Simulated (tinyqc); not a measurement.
# Transfer-length model of a contact: what changes with what

A metal contact of length d and width W on a thin layer of the same width. The metal has no resistance, the sheet resistance under it equals Rsh, and current enters the layer at the front edge x = 0.

Parameters, values chosen for the exercise: sheet resistance of the semiconductor layer Rsh = 58 ohm/sq; specific contact resistivity rc = 4.6e-7 ohm cm^2; contact length d = 1.5 um; contact width W = 61 um.

Each table varies one quantity; the others keep the values above.

## Effect of the contact resistivity

Transfer length Lt = sqrt(rc/Rsh); front resistance Rc = (Rsh Lt/W) coth(d/Lt); end resistance Re = (Rsh Lt/W)/sinh(d/Lt).

Effect of the contact resistivity:
```
rc (ohm cm^2)  Lt (um)     d/Lt  Rc W (ohm um)
8e-9           0.11744   12.772         6.8118
1.9e-8         0.18099   8.2876         10.498
4.5e-8         0.27854   5.3852         16.156
1.1e-7         0.43549   3.4444         25.310
2.6e-7         0.66953   2.2404         39.723
6.2e-7          1.0339   1.4508         66.938
1.5e-6          1.6082  0.93274         127.45
3.5e-6          2.4565  0.61062         261.64
8.4e-6          3.8056  0.39415         588.70
2e-5            5.8722  0.25544         1362.2
```

Read the table: what changes, and by how much?

Rc W rises from 6.81 to 1360 ohm um, as rc^(0.50) between the first two rows (d/Lt = 13) and rc^(0.97) between the last two (d/Lt = 0.26); a long contact gives the power 1/2 and a short one 1.

## Effect of the contact length

Same model as above.

Effect of the contact length:
```
d (um)    d/Lt  Rc W (ohm um)  rc/d (ohm um)    Re/Rc
0.16    0.1797          290.6          287.5   0.9841
0.25    0.2807          188.8          184.0   0.9619
0.4     0.4492          122.6          115.0   0.9070
0.65    0.7299          82.91          70.77   0.7822
1        1.123          63.88          46.00   0.5884
1.7      1.909          53.97          27.06   0.2901
2.7      3.032          51.89          17.04  0.09623
4.3      4.828          51.66          10.70  0.01600
```

Read the table: what changes, and by how much?

Rc W falls from 291 to 51.7 ohm um, as d^(-0.97) between the first two rows. It levels off at sqrt(rc Rsh) = 51.7 ohm um and, among the rows, is within 5 % of that from d = 1.7 um on (Lt = 0.891 um): metal beyond two transfer lengths lowers Rc by less than 4 %.

tinyqc, about 0.01 s, one thread, Intel Xeon 2.30GHz (shared host): `OMP_NUM_THREADS=1 python tinyqc.py 2760001 2760002 out.jsonl`
